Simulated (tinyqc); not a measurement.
AlGaN/GaN HEMT with access regions, lumped model: two steps of the calculation.

A polarisation-induced electron sheet under a Schottky gate, in series with two ungated access regions and contacts. Drift law v = mu E/(1 + mu E/vs) under the gate. Currents in mA/mm, resistances in ohm mm. No self-heating, no channel-length modulation; fits for polarisation, barrier and offset are chosen for the exercise.

Parameters, values chosen for the exercise; values close to those of AlGaN/GaN structures:

| symbol | value | unit | meaning |
|---|---|---|---|
| x | 0.23 |  | aluminium share of the barrier |
| d | 20 | nm | barrier thickness |
| eps_r | 9.6 |  | relative permittivity of barrier and channel |
| mu | 1400 | cm^2/(V s) | channel mobility |
| vs | 1.3e7 | cm/s | saturation velocity |
| Lg | 0.5 | um | gate length |
| Ls | 1 | um | source access length |
| Ld | 1.5 | um | drain access length |
| Rc | 0.6 | ohm mm | resistance of each contact |
| ft | 0 |  | share of the drain-access electrons removed by traps |
| Vg | -0.5 | V | gate voltage |
| Vd | 2 | V | drain voltage |

Constants: q = 1.602176634e-19 C, eps0 = 8.8541878128e-14 F/cm where lengths are in cm. Results are converted to the units shown.

Problem 1. Polarisation charge, threshold and sheet resistance. sigma = (5e13 x + 1.6e13 x^2) cm^-2, phiB = 0.84 + 1.3 x, dEc = 0.7 (1.71 x + x^2) in volts, Cb = eps0 eps_r/d, VT = phiB - dEc - q sigma/Cb, access density n0 = -Cb VT/q. Rsh = 1/(q mu n0); largest access current q n0 vs.

Find: sigma; Cb; VT; n0; Rsh; q n0 vs.

Solution 1.

sigma = 1.235e13 cm^-2
Cb = 0.4250 uF/cm^2
VT = -3.828 V
n0 = 1.015e13 cm^-2
Rsh = 439.1 ohm
q n0 vs = 2115 mA/mm

Problem 2. Drain current. Access resistance R(L, n) = L/(q mu n sqrt(1 - (I/(q n vs))^2)); Rs = Rc + R(Ls, n0), Rd = Rc + R(Ld, (1 - ft) n0). Vg' = Vg - I Rs, Vd' = Vd - I (Rs + Rd); with u = Vg' - VT, Vc = vs Lg/mu and w the smaller of Vd' and Vc [sqrt(1 + 2 u/Vc) - 1] (0 if negative), the channel gives (mu Cb/Lg)(u w - w^2/2)/(1 + w/Vc). I(new) = I + 0.5 (channel current - I).

I at the start = 530 mA/mm
VT = -3.8277086 V
Cb = 0.42500102 uF/cm^2
n0 = 1.0153562e13 cm^-2

Give: Rs; Rd; Vg'; Vd'; channel current; I after iteration 1.

Solution 2.

Rs = 1.0536 ohm mm
Rd = 1.2803 ohm mm
Vg' = -1.0584 V
Vd' = 0.76304 V
channel current = 820.20 mA/mm
I after iteration 1 = 675.10 mA/mm

Program tinyqc, `OMP_NUM_THREADS=1 python tinyqc.py 2570169 2570170 out.jsonl`; Intel Xeon 2.30GHz, shared host, one thread, about 0.03 s.
